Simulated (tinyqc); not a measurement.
Inside a calculation. Model: shallow acceptor in the spherical model (Baldereschi-Lipari), strong spin-orbit limit. Computed by tinyqc, a small Python program that keeps every step. Command: `OMP_NUM_THREADS=1 python tinyqc.py 3025967 3025968 out.jsonl acceptor walk`. One thread of a shared host (Intel(R) Xeon(R) Processor @ 2.30GHz), about 0.01 s of CPU time with the checks. Intermediate numbers are printed to about 7 digits and carried at full precision; extremes and crossings named in words are read from the listed rows.

The 1S(3/2) state has an s envelope f(r) and a d envelope g(r). In effective units they obey -(f'' + 2f'/r + 2f/r) + mu (g'' + 5g'/r + 3g/r^2) = E f and -(g'' + 2g'/r - 6g/r^2 + 2g/r) + mu (f'' - f'/r) = E g. The cubic term, the split-off band and the central cell are left out.

Inputs (values chosen for the exercise, modelled on silicon):
```
quantity                  value  unit
Luttinger gamma_1          4.22     -
Luttinger gamma_2         0.342     -
Luttinger gamma_3          1.45     -
dielectric constant eps      12     -
spin-orbit gap Delta_so    43.8   meV
functions per channel n       3     -
smallest exponent zeta_1   0.79  1/a*
ratio beta of exponents     2.4     -
```

Constants: Ry = 13.605693123 eV; a_0 = 0.529177210903 angstrom.

## Effective units and couplings

Ry* = Ry/(gamma_1 eps^2), a* = a_0 eps gamma_1, mu = (6 gamma_3 + 4 gamma_2)/(5 gamma_1), delta = (gamma_3 - gamma_2)/gamma_1; spherical masses 1/(gamma_1 (1 - mu)) (heavy) and 1/(gamma_1 (1 + mu)) (light).

Ry* = 22.38957 meV

a* = 26.79753 angstrom

mu = 0.4771564

delta = 0.2625592

heavy-hole mass = 0.4532270 m_0

light-hole mass = 0.1604209 m_0

Caution: gamma_3 and gamma_2 differ by more than 0.17 gamma_1: band warping, left out here, adds several per cent to the binding.

## Matrices in a small basis

zeta_i = zeta_1 beta^(i-1), i = 1..n, in both channels. Basis: f_i = exp(-zeta_i r), g_i = r exp(-zeta_i r), weight r^2 dr, s = zeta_i + zeta_j. S_ff = 2/s^3, H_ff = zeta_i zeta_j S_ff - 2/s^2; S_gg = 24/s^5, H_gg = 8/s^3 + 24 zeta_i zeta_j/s^5 - 12/s^4; H(f_i, g_j) = mu (6 zeta_i^2/s^4 + 2 zeta_i/s^3); S_fg = 0. Each function is normalised by sqrt(S_ii).

H (Ry*), lower triangle (symmetric):
```
            f1         f2        f3         g1        g2        g3
f1     -0.9559
f2  -0.8991767  -0.197184
f3  -0.6249199   1.650659  11.60534
g1   0.4298276  0.9735597  1.260806  0.6662333
g2   0.5878096   2.475807  5.607704   1.608694  6.491904
g3   0.5118745   3.385784  14.26065   1.882819  12.10203  43.76393
```

S, lower triangle (symmetric):
```
          f1        f2        f3        g1        g2        g3
f1  1.000000
f2  0.756781  1.000000
f3  0.358000  0.756781  1.000000
g1  0.000000  0.000000  0.000000  1.000000
g2  0.000000  0.000000  0.000000  0.628468  1.000000
g3  0.000000  0.000000  0.000000  0.180498  0.628468  1.000000
```

## Lowest level in the small basis

H c = E S c with c^T S c = 1 and the largest component positive; the d weight is the part of the norm in g.

E = -1.249728 Ry*

coefficients: f1 0.4493847, f2 0.5932771, f3 -0.0457498, g1 -0.1822961, g2 -0.1717400, g3 0.0224671

d weight = 0.09625446

## Converged levels

Large basis: zeta_i = 0.08 x 1.55^(i-1), i = 1..20 in each channel; overlap eigenvalues below 1e-11 are dropped. Binding energies are -E Ry*; the mass that fits is E(1S) eps^2/Ry.

1S(3/2) binding in Ry* = 1.264111

1S(3/2) binding energy = 28.30291 meV

2S(3/2) binding energy = 7.740196 meV

d weight of 1S(3/2) = 0.09965154

Hydrogenic mass that fits = 0.2995524 m_0

The small basis recovers 98.9 % of the binding. The ratio 2S/1S is 0.273 against the hydrogenic 0.25. The fitted mass is 66 % of the heavy-hole mass. Caution: the binding exceeds a fifth of the spin-orbit gap Delta_so, so the split-off band, left out, matters.

## One mass for the acceptor?

Hydrogenic binding Ry m/eps^2; the density-of-states mass is (m_H^(3/2) + m_L^(3/2))^(2/3); errors are against the large basis.

1S binding energy:
```
mass                     value (m_0)  binding (meV)  error (%)
light hole                 0.1604209       15.15721  -46.44646
1/gamma_1                  0.2369668       22.38957  -20.89304
mean of heavy and light    0.3068240       28.98995    2.42746
heavy hole                 0.4532270       42.82269   51.30138
density of states          0.5148075       48.64106   71.85889
```

The coupled result, 28.30 meV, lies between the 1/gamma_1 value (no coupling) and the heavy-hole value; the closest single rule here is "mean of heavy and light", off by +2.4 %.

## Binding against mu

The formulas are those given above.

1S(3/2):
```
mu    binding (Ry*)   d weight  binding x (1 - mu)
0.10       1.009075  0.0042365           0.9081674
0.14       1.017959  0.0083154           0.8754448
0.29       1.082422  0.0360258           0.7685197
0.48       1.268203  0.1008840           0.6594657
0.50       1.298539  0.1097889           0.6492697
0.80       2.580198  0.2982800           0.5160396
0.90       4.768333  0.3881797           0.4768333
0.95       9.144654  0.4400163           0.4572327
```

The binding grows from 1.009 to 9.14 Ry*, slowly at first (second order in mu), while the d weight rises to 0.44. The last column, the binding in units of the heavy-hole Rydberg, falls to 0.457, towards about 0.44 as mu tends to 1.

Checks made by the program: mu = 0 against hydrogen, 1 and 1/4 (relative difference 4e-06); the coupling element from the adjoint operator (relative difference below 1e-10).
